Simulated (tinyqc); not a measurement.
Worked calculation: round or elliptic silicon nanowire with anisotropic valleys (Ritz method). Values are carried at full precision from step to step, so a last printed digit may differ when a step is redone from the rounded ones.

Wire along x = [100] on a (001) wafer, y = [010], z = [001]. Valley groups, two valleys each (w = inverse masses): A, axis along z: w_y = 1/mt, w_z = 1/ml, m_x = mt; B, axis along y: w_y = 1/ml, w_z = 1/mt, m_x = mt; C, axis along x: w_y = w_z = 1/mt, m_x = ml.

Constants: hbar^2/2m0 = 3.80998211 eV angstrom^2; kB = 8.617333262e-05 eV/K.

Parameters, chosen for this exercise (near those of a Si nanowire; the results hold for these values, not for the real material): ml = 0.903 m0 (longitudinal mass); mt = 0.193 m0 (transverse mass); a = 40 angstrom (semi-axis along y); b = 32 angstrom (semi-axis along z); group = B (valley group worked out); T = 77 K (temperature).

## Stretching the ellipse

Scaling y by 1/sqrt(w_y) and z by 1/sqrt(w_z) makes the mass 1 and the semi-axes A = a/sqrt(w_y), B = b/sqrt(w_z). List them with the one-function estimate 3c (1/A^2 + 1/B^2) and the slender limit c (pi/2s)^2 (1 + 2s/(pi l)), s and l the smaller and larger of A, B; c = hbar^2/2m0.

Groups:
```
group  g      A      B  axis ratio  one function (eV)  slender limit (eV)
A      2  17.57  30.41       1.730             0.0494              0.0416
B      2  38.01  14.06       2.704             0.0657              0.0588
C      2  17.57  14.06       1.250             0.0948              0.0718
```

The one-function value suits axis ratios near 1 and the slender limit ratios well above 2.

## Matrices of three even functions

Hard wall on the ellipse (y/a)^2 + (z/b)^2 = 1, c = hbar^2/2m0. With u = y/a, v = z/b the operator is -c [(w_y/a^2) d2/du2 + (w_z/b^2) d2/dv2] on the unit disc. Basis (1 - u^2 - v^2) u^i v^j; S, X and Y are the disc integrals of f f', (df/du)(df'/du) and (df/dv)(df'/dv), from the integral of u^p v^q = 2 Gamma((p+1)/2) Gamma((q+1)/2)/((p + q + 2) Gamma((p+q+2)/2)) for even p, q; H = c (w_y X/a^2 + w_z Y/b^2).

Basis 1, u^2, v^2 times (1 - u^2 - v^2); form S and H for the chosen group.

S, rows 1, u^2, v^2 and columns alike:
```
[[1.047198, 0.130900, 0.130900],
 [0.130900, 0.039270, 0.013090],
 [0.130900, 0.013090, 0.039270]]
```

H (meV), rows 1, u^2, v^2 and columns alike:
```
[[68.8486, 11.4748, 11.4748],
 [11.4748, 5.6838, 1.4343],
 [11.4748, 1.4343, 14.3971]]
```

## Lowest level in this basis

Solve H p = E S p for the wire level; give E, the ratios p2/p1 and p3/p1, and H11/S11.

E = 61.8 meV

ratios: [-1.00, -0.23]

one function = 65.7 meV

The two added functions lower the level by 4.0 meV (6.0 %), mostly by narrowing the state along u, the direction in which the stretched ellipse is long.

## Subbands

Converged values use 21 functions of each parity class (e or o in u, then in v).

The nine lowest levels of all groups and parity classes.

Subbands:
```
group, parity  g  m_x (m0)  E (eV)
A ee           2    0.1930  0.0472
B ee           2    0.1930  0.0617
A eo           2    0.1930  0.0894
C ee           2    0.9030  0.0913
B oe           2    0.1930  0.0948
B ee           2    0.1930  0.1384
A ee           2    0.1930  0.1491
A oe           2    0.1930  0.1494
B oe           2    0.1930  0.1931
```

At 77 K and without degeneracy the populations go as g sqrt(m_x) exp(-E/kB T): among these nine the lowest level holds 89 % and the light transport mass mt 100 % of the electrons.

## Checks

- Circle of radius a with both masses mt against c (2.404826/R)^2/m, eV: both 0.0714.

(tinyqc, `OMP_NUM_THREADS=1 python tinyqc.py 1252579 1252580 out.jsonl`, Intel(R) Xeon(R) Processor @ 2.30GHz, 1 thread, shared host, about 0.06 s.)
